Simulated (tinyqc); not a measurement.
Gate work function from the charge.

Question. For an undoped double gate, Q = 8 eps0 eps_r Vt beta tan(beta)/ts with 0 < beta < pi/2, and at the source (Vg - dphi)/(2 Vt) - ln[(2/ts) sqrt(2 eps0 eps_r Vt/(q ni))] = ln(beta) - ln(cos beta) + 2 r beta tan(beta), r = eps_r tox/(eox ts). Find beta and dphi.

Values chosen for this exercise; material values close to those of silicon: temperature T = 300 K; relative permittivity of the semiconductor eps_r = 11.5; relative permittivity of the gate insulator eox = 22.8; insulator thickness tox = 6.3 nm; body thickness ts = 12 nm; gate voltage Vg = 1.47 V.

Constants: q = 1.602176634e-19 C, kB = 1.380649e-23 J/K, Vt = kB T/q, eps0 = 8.8541878128e-14 F/cm where lengths are in cm. Results are converted to the units shown.

Qs = 3952.7312 nC/cm^2
ni = 1.0710614e10 cm^-3

Answer. beta tan(beta) rises from 0 without bound on the interval, so the charge fixes beta; the second relation is then explicit in dphi. At this charge the surface density passes 0.3 Nc, so the classical Boltzmann model is only formal.

beta = 1.50
dphi = 0.220 V

tinyqc, about 0.01 s, one thread, Intel Xeon 2.30GHz (shared host): `OMP_NUM_THREADS=1 python tinyqc.py 2440001 2440002 out.jsonl`
